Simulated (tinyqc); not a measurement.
Atomic layer deposition: Langmuir saturation, growth per cycle and coating of deep features: one step, computed by the program tinyqc. Command: `OMP_NUM_THREADS=1 python tinyqc.py 3028914 3028915 out.jsonl ald walk`. One thread of a shared host (Intel(R) Xeon(R) Processor @ 2.30GHz), about 0.02 s of CPU time with the checks.

Precursor A sticks only on free sites, so a long enough pulse saturates; co-reactant B then frees the sites again.

Task: Steady growth per cycle. One cycle from coverage th0: pulse A gives th1 = th_s + (th0 - th_s) exp(-(k_a + k_d) t), th_s = k_a/(k_a + k_d); the purge leaves th2 = th1 exp(-k_d t_p); pulse B converts c_B th2 into film and leaves th3 = (1 - c_B) th2. Growth = G c_B th2. The periodic state has th0 = th3: th0 = (1 - c_B) e_p th_s (1 - e_a)/(1 - (1 - c_B) e_p e_a), with e_a = exp(-(k_a + k_d) t), e_p = exp(-k_d t_p). Share of impinging molecules used = q (th1 - th0)/(F t).

Inputs (values chosen for the exercise, modelled on aluminium oxide from trimethylaluminium and water):
```
quantity                              value      unit
site density q                          4.6    1/nm^2
growth per cycle at saturation G          1  angstrom
temperature T                           225         C
pulse time t                          0.016         s
co-reactant completion per pulse c_B    0.9         -
purge time t_p                          1.3         s
```

k_a = 90.73210 1/s

k_d = 7.773011e-06 1/s

flux F = 20868.38 1/(nm^2 s)

Give: coverage after pulse A; growth per cycle; share of impinging molecules used.

Result:

coverage after pulse A = 0.7842

growth per cycle = 0.7058 angstrom

share of impinging molecules used = 0.009723

The pulse is 1.45 filling times long: not fully saturated, so thickness still depends somewhat on the local dose.
